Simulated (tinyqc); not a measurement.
## Capacitances against the space between lines

Endless row of lines of width wl, height tl and space sl between grounded planes at distance hd; e2 fills the gaps beside the lines, e1 the rest. Laplace's equation is solved on meshes of 3, 6 and 12 steps per unit u and extrapolated (Aitken), which is good to about 0.2 %. C_even (all lines at 1 V) is the capacitance Cg to the planes; C_odd (neighbours in antiphase) = Cg + 4 Cc if only nearest neighbours couple, which defines Cc; total with quiet neighbours Cg + 2 Cc. Plate values 2 eps0 e1 wl/hd and eps0 e2 tl/sl.

Parameters, values chosen for the exercise: relative permittivity above and below the lines e1 = 3; relative permittivity between the lines e2 = 2.7; line width, in units u wl = 4 u; line height tl = 8 u; distance to each plane hd = 6 u.

Constants: eps0 = 8.8541878128e-12 F/m. Results are converted to the units shown.

The same in every row: plate Cg (aF/um) = 35.4.

Capacitances against the space between lines:
```
sl (u)	Cg (aF/um)	Cc (aF/um)	Cg + 2 Cc (aF/um)	C_odd (aF/um)	plate Cc (aF/um)	share of coupling, 2 Cc/(Cg + 2 Cc) (%)
2	52.1	118	288	523	95.6	81.9
4	66.9	59.4	186	304	47.8	64.0
6	79.7	37.4	154	229	31.9	48.4
8	90.6	25.3	141	192	23.9	35.9
12	107	12.6	132	157	15.9	19.2
16	116	6.53	130	143	12.0	10.1
24	125	1.78	129	132	7.97	2.76
```

What does the table show?

As sl goes from 2 to 24, Cg rises from 52.1 to 125 aF/um, Cc falls from 118 to 1.78 aF/um and the share of coupling falls from 81.9 to 2.76 %. Cg is 1.47 times its plate value in the first row and 3.53 times in the last; for Cc the ratios are 1.23 and 0.223. Neighbours in antiphase raise the load by a factor of 1.82 and 1.03 over quiet ones. For sl = 2 the planes are farther than 0.8 of the pitch, so second neighbours couple too and Cg + 2 Cc understates the quiet load by a per cent or more.

Numbers from tinyqc (`OMP_NUM_THREADS=1 python tinyqc.py 2790179 2790180 out.jsonl`; about 0.9 s on one thread of a shared Intel Xeon 2.30GHz).
